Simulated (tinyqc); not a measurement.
Energy and delay of logic against supply voltage: one step of the calculation.

One expression serves below and above threshold: I(Vg) = Ik [ln(1 + exp((Vg - VT + dd V)/(al nf Vt)))]^al, with I_on = I(V) and I_off = I(0). Gate delay td = kd C V/I_on, clock period LD td. Per gate and cycle the switching energy is act C V^2 and the leakage energy I_off V LD td. No short-circuit current, no variation. Minima are sought above 0.09 V; below a few Vt gates no longer switch and the model has no meaning.

Question. Currents, delay and energies. I_on, I_off, td, clock frequency 1/(LD td), both energies and their sum.

Inputs (values chosen for the exercise); values of the order met in logic technologies: temperature T = 250 K; threshold voltage at zero drain bias VT = 0.32 V; slope factor nf = 1.36; barrier lowering per volt of supply dd = 0.11; specific current of a gate Ik = 0.38 uA; exponent of the current law al = 1.51; load capacitance of a gate C = 2.7 fF; delay factor kd = 1.1; logic depth LD = 60; activity factor act = 0.05; supply voltage V = 0.55 V.

Constants: q = 1.602176634e-19 C, kB = 1.380649e-23 J/K, Vt = kB T/q. Results are converted to the units shown.

Wanted: I_on; I_off; td; clock frequency; switching energy; leakage energy; energy.

Answer.

I_on = 6.5174 uA
I_off = 0.053991 nA
td = 250.64 ps
clock frequency = 0.066497 GHz
switching energy = 40.837 aJ
leakage energy = 0.44656 aJ
energy = 41.284 aJ

I_on/I_off = 1.21e5; leakage makes up 1.08 % of the energy.

Numbers from tinyqc (`OMP_NUM_THREADS=1 python tinyqc.py 2082121 2082122 out.jsonl`; about 0.01 s on one thread of a shared Intel Xeon 2.30GHz).
